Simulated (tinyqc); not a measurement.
From results back to parameters: optical gain and spontaneous emission in a bulk direct-gap semiconductor. Five cases, with inputs chosen for the exercise.

Problem. The gain spectrum crosses zero at E0 = Eg + Fc + Fv; n = p is hidden.

F_j(eta) = (1/Gamma(j + 1)) integral_0^infinity x^j dx/(1 + exp(x - eta)), which tends to exp(eta) for eta << 0.

Quasi-Fermi levels: n = Nc F_1/2(Fc/kT) and p = Nv F_1/2(Fv/kT), Fc counted up from the conduction edge and Fv down from the valence edge; Nc, Nv from N = 2 (m kB T/(4 pi c))^(3/2) with c = hbar^2/2m0, in 1/angstrom^3; times 1e24 for 1/cm^3, with me and (mhh^(3/2) + mlh^(3/2))^(2/3).

Constants: hbar^2/2m0 = 3.80998211 eV angstrom^2; kB = 8.617333262e-05 eV/K.

Find: Fc; Fv; n.

Method. Fc + Fv rises steadily with n, so one n gives E0 - Eg; solve by bisection on ln n.

Case 1.

Values chosen (near those of InP; not measured data): Eg = 1.327 eV (direct gap); me = 0.0785 m0 (electron mass); mhh = 0.626 m0 (heavy-hole mass); mlh = 0.0909 m0 (light-hole mass); T = 400 K.

E0 = 1.34766 eV

Solution.

Fc = 0.085 eV
Fv = -0.064 eV
n = 3.0e+18 1/cm^3

Case 2.

Values chosen (near those of GaAs; not measured data): Eg = 1.415 eV (direct gap); me = 0.0681 m0 (electron mass); mhh = 0.476 m0 (heavy-hole mass); mlh = 0.0852 m0 (light-hole mass); T = 250 K.

E0 = 1.43772 eV

Solution.

Fc = 0.057 eV
Fv = -0.034 eV
n = 1.3e+18 1/cm^3

Case 3.

Values chosen (near those of InGaAs; not measured data): Eg = 0.761 eV (direct gap); me = 0.0411 m0 (electron mass); mhh = 0.47 m0 (heavy-hole mass); mlh = 0.0529 m0 (light-hole mass); T = 400 K.

E0 = 0.81766 eV

Solution.

Fc = 0.123 eV
Fv = -0.066 eV
n = 1.8e+18 1/cm^3

Case 4.

Values chosen (near those of InGaAs; not measured data): Eg = 0.77 eV (direct gap); me = 0.0405 m0 (electron mass); mhh = 0.478 m0 (heavy-hole mass); mlh = 0.0507 m0 (light-hole mass); T = 400 K.

E0 = 0.83513 eV

Solution.

Fc = 0.130 eV
Fv = -0.065 eV
n = 1.9e+18 1/cm^3

Case 5.

Values chosen (near those of GaN; not measured data): Eg = 3.379 eV (direct gap); me = 0.1959 m0 (electron mass); mhh = 1.379 m0 (heavy-hole mass); mlh = 0.2919 m0 (light-hole mass); T = 200 K.

E0 = 3.39738 eV

Solution.

Fc = 0.046 eV
Fv = -0.028 eV
n = 4.6e+18 1/cm^3

Computed by tinyqc, one run a case: `OMP_NUM_THREADS=1 python tinyqc.py N N+1 out.jsonl` with N = 1651796, 1651824, 1651825, 1651881, 1651890; one thread of a shared Intel(R) Xeon(R) Processor @ 2.30GHz, about 0.1 s a run at most.
